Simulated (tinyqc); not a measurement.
# AlGaN/GaN HEMT with access regions, lumped model: what changes with what

A polarisation-induced electron sheet under a Schottky gate, in series with two ungated access regions and contacts. Drift law v = mu E/(1 + mu E/vs) under the gate. Currents in mA/mm, resistances in ohm mm. No self-heating, no channel-length modulation; fits for polarisation, barrier and offset are chosen for the exercise.

Values chosen for this exercise; values close to those of AlGaN/GaN structures:
- x = 0.21 (aluminium share of the barrier)
- d = 25 nm (barrier thickness)
- eps_r = 9.5 (relative permittivity of barrier and channel)
- mu = 1200 cm^2/(V s) (channel mobility)
- vs = 1.5e7 cm/s (saturation velocity)
- Lg = 1.5 um (gate length)
- Ls = 1.5 um (source access length)
- Ld = 8 um (drain access length)
- Rc = 0.16 ohm mm (resistance of each contact)
- ft = 0 (share of the drain-access electrons removed by traps)
- Vg = -0.5 V (gate voltage)

Constants: q = 1.602176634e-19 C, eps0 = 8.8541878128e-14 F/cm where lengths are in cm. Results are converted to the units shown.

Each table varies one quantity; the others keep the values above.

## Effect of the gate length

sigma = (5e13 x + 1.6e13 x^2) cm^-2, phiB = 0.84 + 1.3 x, dEc = 0.7 (1.71 x + x^2) in volts, Cb = eps0 eps_r/d, VT = phiB - dEc - q sigma/Cb, access density n0 = -Cb VT/q. Access resistance R(L, n) = L/(q mu n sqrt(1 - (I/(q n vs))^2)); Rs = Rc + R(Ls, n0), Rd = Rc + R(Ld, (1 - ft) n0). Vg' = Vg - I Rs, Vd' = Vd - I (Rs + Rd); with u = Vg' - VT, Vc = vs Lg/mu and w the smaller of Vd' and Vc [sqrt(1 + 2 u/Vc) - 1] (0 if negative), the channel gives (mu Cb/Lg)(u w - w^2/2)/(1 + w/Vc). I equals that channel current. Isat is I at Vd = 10 V, gm = dIsat/dVg, Ron the limit of Vd/I at small Vd.

The same in every row: VT (V) = -4.505; n0 (cm^-2) = 9.461e12.

Result of one run:
```
Lg (um)  Ron (ohm mm)  Isat (mA/mm)  gm (mS/mm)
1.7             6.594         591.8       202.3
```

What becomes of these results when the gate length Lg is changed from 1.7 to 0.05 um, all else the same?

Result of the changed run:
```
Lg (um)  Ron (ohm mm)  Isat (mA/mm)  gm (mS/mm)
0.05            5.574          1125       275.3
```

The whole series:
```
Lg (um)  Ron (ohm mm)  Isat (mA/mm)  gm (mS/mm)
0.05            5.574          1125       275.3
0.09            5.598          1076       272.5
0.16            5.642          1015       267.8
0.29            5.722         934.5       259.8
0.52            5.864         837.5       247.2
0.93            6.118         723.7       228.8
1.7             6.594         591.8       202.3
3               7.398         463.1       170.9
```

As Lg goes from 0.05 to 3 um, Ron rises from 5.57 to 7.40 ohm mm, Isat falls from 1130 to 463 mA/mm and gm falls from 275 to 171 mS/mm. The ceiling Cb vs is 505 mS/mm. For Lg = 0.05 to 1.7 um the power passes 5 W/mm, where self-heating, left out here, lowers the current.

## Effect of the gate voltage

Same model as above.

The same in every row: VT (V) = -4.505; n0 (cm^-2) = 9.461e12.

Effect of the gate voltage:
```
Vg (V)  Ron (ohm mm)  Isat (mA/mm)  gm (mS/mm)
-4.1           14.71         16.95       74.44
-3.3           8.625         106.5       139.9
-2.5           7.395         232.5       172.2
-1.7           6.867         378.7       191.7
-0.9           6.573         537.4       204.1
-0.1           6.386         704.0       211.6
0.7            6.256         875.0       215.2
1.5            6.161          1047       214.9
```

As Vg goes from -4.1 to 1.5 V, Ron falls from 14.7 to 6.16 ohm mm, Isat rises from 17.0 to 1050 mA/mm and gm goes from 74.44 through a maximum of 215.2 (at Vg = 0.7 V among the rows listed) to 214.9 mS/mm. The ceiling Cb vs is 505 mS/mm. For Vg = -0.9 to 1.5 V the power passes 5 W/mm, where self-heating, left out here, lowers the current. At Vg = 1.5 V Vg comes within 0.2 V of phiB or passes it, so at low drain current, as for Ron, the Schottky gate would conduct.

## Effect of the barrier thickness

Same model as above.

Effect of the barrier thickness:
```
d (nm)   VT (V)  n0 (cm^-2)  Ron (ohm mm)  Isat (mA/mm)  gm (mS/mm)
8       -0.8767    5.754e12         12.06         37.09       162.5
11       -1.517    7.241e12         8.752         149.9       224.4
14       -2.157    8.090e12         7.683         268.0       236.3
18       -3.011    8.783e12         7.011         411.9       230.9
22       -3.865    9.223e12         6.649         537.1       218.6
27       -4.932    9.590e12         6.378         670.5       201.7
33       -6.213    9.884e12         6.178         803.8       182.8
```

What does the table show?

As d goes from 8 to 33 nm, Ron falls from 12.1 to 6.18 ohm mm, Isat rises from 37.1 to 804 mA/mm and gm goes from 162 through a maximum of 236 (at d = 14 nm among the rows listed) to 183 mS/mm. VT falls from -0.877 to -6.21 V. For d = 22 to 33 nm the power passes 5 W/mm, where self-heating, left out here, lowers the current.

Numbers from tinyqc (`OMP_NUM_THREADS=1 python tinyqc.py 2570096 2570097 out.jsonl`; about 0.01 s on one thread of a shared Intel Xeon 2.30GHz).
